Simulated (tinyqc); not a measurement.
## MOS inversion layer, Poisson-Schroedinger loop: mixing schemes compared

Electrons confined at an insulator interface at z = 0, treated as a hard wall; parabolic valleys, Hartree approximation, no image or exchange terms. The depletion charge lies far deeper than the electrons and gives a uniform field q Nd/(eps0 eps_r); the gate balances all charge. Energies are counted from the band edge at the interface.

V0 = q Nd z/(eps0 eps_r) in eV.

Tridiagonal Hamiltonian with psi = 0 one step beyond both ends: H_ii = C (1/m_(i-1/2) + 1/m_(i+1/2))/hz^2 + V0_i + U_i, H_(i,i+1) = -C/(m_(i+1/2) hz^2), C = hbar^2/(2 m0). The lowest 2 level(s) are kept, normalised to hz sum |psi|^2 = 1. The mass is the same on all intervals.

Level k holds N_k = D_k Vt ln(1 + exp((EF - E_k)/Vt)) with D = 4 md1 m0 q/(pi hbar^2) per eV (spin included); EF is fixed by sum N_k = Ns.

n_i = sum_k N_k |psi_k|^2 (converted to cm^-3). Hartree part by Gauss: on the interval before node i the electrons still beyond are S_i = Ns - hz sum_(j<i) n_j, and U_i = U_(i-1) + q S_i hz/(eps0 eps_r) in eV, U_0 = 0 at the interface. Mixing: U(new) = U + a (U(out) - U).

Rounds from U = 0 until the largest |U(out) - U| is below 1e-7 eV (the round that meets it is counted). Anderson mixing of depth m keeps the last m inputs V and residuals F = V(out) - V(in), fits c by least squares to F = dF c over their successive differences dF, dV, and sets V(new) = V + a F - (dV + a dF) c.

Parameters, values chosen for the exercise; masses and permittivity close to those of germanium (100):
- T = 300 K (temperature)
- eps_r = 15.7 (relative permittivity)
- mz1 = 0.121 m0 (mass along z of valley set A (4 valley(s)))
- md1 = 0.29 m0 (in-plane density-of-states mass of set A)
- Ns = 1e13 cm^-2 (sheet density of electrons)
- Nd = 1.7e11 cm^-2 (sheet density of depletion charge)
- hz = 0.95 nm (mesh step)

Constants: q = 1.602176634e-19 C, kB = 1.380649e-23 J/K, hbar = 1.054571817e-34 J s, m0 = 9.1093837015e-31 kg, Vt = kB T/q, eps0 = 8.8541878128e-14 F/cm where lengths are in cm, hbar^2/(2 m0) = 0.0380998212 eV nm^2. Results are converted to the units shown.

z, node 1 to 19 (nm): 0.95  1.9  2.85  3.8  4.75  5.7  6.65  7.6  8.55  9.5  10.45  11.4  12.35  13.3  14.25  15.2  16.15  17.1  18.05

Rounds needed:
```
a    depth m    rounds
1      plain  over 150
0.8    plain  over 150
0.6    plain        24
0.4    plain        29
0.2    plain        65
0.1    plain       137
0.5        2        15
0.5        4        14
0.5        8        15
```

What do the numbers show?

Among the plain runs a = 0.6 is fastest, with 24 rounds; larger factors overshoot and smaller ones creep. Not converged within 150 rounds: a = 1, a = 0.8. Anderson mixing needs 14 to 15 rounds.

Program tinyqc, `OMP_NUM_THREADS=1 python tinyqc.py 2160088 2160089 out.jsonl`; Intel Xeon 2.30GHz, shared host, one thread, about 0.7 s.
